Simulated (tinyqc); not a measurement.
sp3s* tight binding: sweeps and comparisons. A value that a table varies takes the place of the one given here.

sp3s* tight binding, nearest neighbours only: anion (a) at 0, cation (c) at a/4 (1,1,1), orbitals s, px, py, pz, s* on each; k in units of 2 pi/a. With phases e_j = exp(i (pi/2) k.n_j) for n = (1,1,1), (1,-1,-1), (-1,1,-1), (-1,-1,1): g0 = (e1+e2+e3+e4)/4, g1 = (e1+e2-e3-e4)/4, g2 = (e1-e2+e3-e4)/4, g3 = (e1-e2-e3+e4)/4. The diagonal holds the levels Esa, Epa, Exa (s*) and Esc, Epc, Exc. Anion-cation block: <sa|sc> = Vss g0; <sa|xc> = Vsapc g1; <xa|sc> = -Vscpa g1; <xa|xc> = Vxx g0; <xa|yc> = <ya|xc> = Vxy g3, <xa|zc> = <za|xc> = Vxy g2, <ya|zc> = <za|yc> = Vxy g1; <s*a|xc> = Vxapc g1; <xa|s*c> = -Vpaxc g1; y and z take g2 and g3 in place of g1; s-s* and s*-s* vanish.

Parameters, chosen for this exercise (near a published set for diamond, fitted to gaps, whose masses and valley positions are rough; the results hold for these values, not for the real material): Esa = -4.604 eV (s level of the anion); Epa = 3.896 eV (p level of the anion); Esc = -4.604 eV (s level of the cation); Epc = 3.896 eV (p level of the cation); Exa = 11.292 eV (s* level of the anion); Exc = 11.292 eV (s* level of the cation); Vss = -22.964 eV (s-s); Vxx = 3.889 eV (px-px); Vxy = 11.814 eV (px-py); Vsapc = 15.219 eV (s anion, p cation); Vscpa = 15.219 eV (s cation, p anion); Vxapc = 8.295 eV (s* anion, p cation); Vpaxc = 8.295 eV (p anion, s* cation); eta = 2 (scaling exponent); D001 = 0.22 (ratio -ezz/exx).

## What the s* orbital does

The s* couplings Vxapc and Vpaxc are scaled by f; f = 0 is the plain sp3 model. Gaps from the top of the valence band at Gamma; the Delta value is the minimum on (x,0,0), 0.5 <= x <= 1.

Gaps (eV):

| f | Gamma | Delta | L | x of the minimum |
|---|---|---|---|---|
| 0.00 | 7.7780 | 10.3508 | 11.2850 | 0.500 |
| 0.25 | 7.7780 | 9.3574 | 10.9363 | 0.500 |
| 0.50 | 7.7780 | 8.0180 | 10.0403 | 0.500 |
| 0.75 | 7.7780 | 6.6613 | 8.8422 | 0.511 |
| 0.90 | 7.7780 | 5.8108 | 8.0467 | 0.561 |
| 1.00 | 7.7780 | 5.2276 | 7.4974 | 0.583 |
| 1.10 | 7.7780 | 4.6393 | 6.9377 | 0.599 |

What does this show, and why?

The gap at Gamma stays, since g1 to g3 vanish there. From f = 0 to 1 the s* levels lower the Delta value by 5.123 eV and L by 3.788 eV. For f = 0, 0.25 and 0.5 the least value lies at x = 0.5, the end of the range: any valley further out lies above that value until s* has lowered it enough. The lowest of the three is Gamma at f = 0 and the Delta line at f = 1.

## Hydrostatic strain (sp3s* tight binding, strained)

Strain e moves each bond vector to d = (1 + e) d0 (no internal displacement for the diagonal strains used here) and k is given in fractions of the strained reciprocal cell, so the phases stay. Two-centre values Vss_sigma = Vss/4, Vsp_sigma = sqrt3 V/4 for each s-p and s*-p pair, Vpp_sigma = (Vxx + 2 Vxy)/4, Vpp_pi = (Vxx - Vxy)/4 are scaled by (d0/d)^eta and combined with the new direction cosines; the levels on the diagonal stay.

exx = eyy = ezz = e. Gaps as measured from the top of the valence band; the deformation potentials are (gap(0.01) - gap(-0.01))/0.06.

Gaps (eV):

| e | Gamma | Delta | L | x of the minimum |
|---|---|---|---|---|
| -0.03 | 8.2666 | 5.3827 | 7.6592 | 0.582 |
| -0.02 | 8.0987 | 5.3304 | 7.6042 | 0.583 |
| -0.01 | 7.9359 | 5.2787 | 7.5503 | 0.583 |
| 0.00 | 7.7780 | 5.2276 | 7.4974 | 0.583 |
| 0.01 | 7.6247 | 5.1770 | 7.4455 | 0.583 |
| 0.02 | 7.4760 | 5.1270 | 7.3945 | 0.583 |
| 0.03 | 7.3315 | 5.0774 | 7.3444 | 0.583 |

gap deformation potentials (eV): Gamma -5.186, Delta -1.695, L -1.746

What does this show, and why?

Per unit of volume strain the gaps move by -5.19 (Gamma), -1.69 (Delta) and -1.75 eV (L). The lowest valley stays the Delta line over the range. These potentials follow from the one exponent eta, which fitted models replace by one for each integral; with it the sizes are rough, the sign for Delta can be wrong (in Si, Ge and the III-V crystals measured values are small and positive), and the pressures at which valleys cross, and which valley takes over, are rough too. A gap of zero, where one is listed, marks an s level that has sunk below the valence top.

## Biaxial strain splits the top of the valence band (sp3s* tight binding, strained)

No spin-orbit coupling; k = 0; exx = eyy = e, ezz = -D001 e. The four bonds keep equal lengths, and the sums over them give Vxx(e) for px and py and Vzz(e) for pz; each level is the lower root of [[Epa, V], [V, Epc]], and the s level the upper root of the s block. The shear potential b follows from E(x,y) - E(z) = 3 b (exx - ezz), taken as the slope between e = -0.005 and 0.005.

Couplings and levels at Gamma (eV):

| e | ezz | Vxx(e) | Vzz(e) | E(x,y) | E(z) | E(x,y) - E(z) (meV) | upper s level |
|---|---|---|---|---|---|---|---|
| -0.020 | 0.0044 | 3.7825 | 4.3823 | 0.1135 | -0.4863 | 599.8 | 18.9117 |
| -0.010 | 0.0022 | 3.8374 | 4.1315 | 0.0586 | -0.2355 | 294.0 | 18.6342 |
| -0.005 | 0.0011 | 3.8636 | 4.0092 | 0.0324 | -0.1132 | 145.6 | 18.4967 |
| 0.005 | -0.0011 | 3.9136 | 3.7709 | -0.0176 | 0.1251 | -142.7 | 18.2242 |
| 0.010 | -0.0022 | 3.9373 | 3.6547 | -0.0413 | 0.2413 | -282.6 | 18.0892 |
| 0.020 | -0.0044 | 3.9825 | 3.4284 | -0.0865 | 0.4676 | -554.1 | 17.8216 |

b = -7.876 eV

What does this show, and why?

Under tension in the plane (e > 0) the bonds tilt towards the plane, Vxx grows to 3.9373 and Vzz falls to 3.6547 eV at e = 0.01, and the pz state forms the top of the valence band, by 282.6 meV; under compression (e = -0.01) the px, py pair does, by 294.0 meV. The slope gives b = -7.88 eV, a rough value, since on-site strain terms are left out (measured values lie near -2 eV).

## What each parameter does

Gaps from the top of the valence band at Gamma; Delta is the minimum on (x,0,0), 0.5 <= x <= 1. A change on one sublattice alone makes the two atoms unequal. Each row changes one parameter from the base and keeps the others.

Results:

| case | Ev (eV) | gap Gamma (eV) | gap Delta (eV) | gap L (eV) |
|---|---|---|---|---|
| base | 0.0070 | 7.7780 | 5.2276 | 7.4974 |
| Vxy = 12.114 eV | 0.0070 | 7.7780 | 5.2276 | 7.5578 |
| Vxx = 4.089 eV | -0.1930 | 8.1780 | 5.4767 | 7.6770 |
| Epa = 3.696 eV | -0.0943 | 7.7806 | 5.2877 | 7.5782 |
| Vpaxc = 7.995 eV | 0.0070 | 7.7780 | 5.3332 | 7.5965 |
| Vss = -22.664 eV | 0.0070 | 7.7780 | 5.2469 | 7.5070 |
| Vxapc = 7.995 eV | 0.0070 | 7.7780 | 5.3332 | 7.5965 |

What does this show?

The largest shifts from the base row, up to three for each result and ties (the steps differ in size, so this ranks the rows, not the parameters). Ev (eV): Vxx -0.2000, Epa -0.1013; unchanged at the printed digits by Vxy, Vpaxc, Vss and Vxapc. gap Gamma (eV): Vxx +0.4000, Epa +0.0026; unchanged at the printed digits by Vxy, Vpaxc, Vss and Vxapc. gap Delta (eV): Vxx +0.2491, Vxapc +0.1056, Vpaxc +0.1056; unchanged at the printed digits by Vxy. gap L (eV): Vxx +0.1796, Vpaxc +0.0990, Vxapc +0.0990. Vxy, Vpaxc and Vxapc cannot move Ev or the gap at Gamma, whose blocks do not hold them; s parameters never move Ev, and move the gap only where the lowest empty level at Gamma is s-like.

Computed by tinyqc, a small Python program: `OMP_NUM_THREADS=1 python tinyqc.py 1480767 1480768 out.jsonl` (the numbers bound the seed that draws the inputs); one thread of a shared host (Intel(R) Xeon(R) Processor @ 2.30GHz), about 0.07 s for the whole set of steps.
